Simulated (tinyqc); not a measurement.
Inside a calculation. Method: tight binding, kagome lattice. Computed by tinyqc, a small Python program that keeps every step. Settings: t1 = 0.87, t2 = 1.2, delta = 0, bands filled = 1. Command: `OMP_NUM_THREADS=1 python tinyqc.py 23080 23081 out.jsonl` (the two numbers bound the seeds that draw the settings). One thread of a shared host (Intel(R) Xeon(R) Processor @ 2.60GHz), about 0.01 s of CPU time with the checks.

## Bloch Hamiltonian at k

Parameters chosen for this model:
```
parameter     value                unit
t1         0.870000    eV, up triangles
t2         1.200000  eV, down triangles
delta             0        eV on site C
```

k point k (fractions of the reciprocal vectors): 0.180000  -0.270000

H_AB = -t1 - t2 exp(-i k.a1), H_AC = -t1 - t2 exp(-i k.a2), H_BC = -t1 - t2 exp(i k.(a1 - a2)), H_CC = delta.

H(k) at k (eV):
```
                     A                    B                    C
A             0.000000  -1.380935+1.085792i  -0.719600-1.190538i
B  -1.380935-1.085792i             0.000000   0.271268-0.370820i
C  -0.719600+1.190538i   0.271268+0.370820i             0.000000
```

## Levels at k

Diagonalise the Hermitian matrix.

eigenvalues (eV): -2.455757  0.385757  2.070000

weights |c|^2 of the basis functions:
```
     band 1    band 2    band 3
A  0.452539  0.013015  0.534447
B  0.318471  0.373270  0.308259
C  0.228990  0.613715  0.157294
```

## Bloch Hamiltonian at K

k point K (fractions of the reciprocal vectors): 0.333333  0.666667

As before.

H(k) at K (eV):
```
                     A                    B                    C
A             0.000000  -0.270000+1.039230i  -0.270000-1.039230i
B  -0.270000-1.039230i             0.000000  -0.270000+1.039230i
C  -0.270000+1.039230i  -0.270000-1.039230i             0.000000
```

## Levels at K

As before.

eigenvalues (eV): -1.530000  -0.540000  2.070000

weights |c|^2 of the basis functions:
```
     band 1    band 2    band 3
A  0.333333  0.333333  0.333333
B  0.333333  0.333333  0.333333
C  0.333333  0.333333  0.333333
```

## Bands along a path

The same steps at evenly spaced points between the labelled ones.

Bands along the path (eV):
```
k             band 1     band 2    band 3
G          -4.140000   2.070000  2.070000
G-K 0.33   -3.669123   1.599123  2.070000
G-K 0.67   -2.497909   0.427909  2.070000
K          -1.530000  -0.540000  2.070000
K-M 0.33   -1.770256  -0.299744  2.070000
K-M 0.67   -2.060851  -0.009149  2.070000
M          -2.170352   0.100352  2.070000
M-K' 0.33  -2.060851  -0.009149  2.070000
M-K' 0.67  -1.770256  -0.299744  2.070000
K'         -1.530000  -0.540000  2.070000
```

With 1 band(s) filled, the highest filled level on these points lies at K' and the lowest empty one at K': a gap of 0.9900 eV, direct.
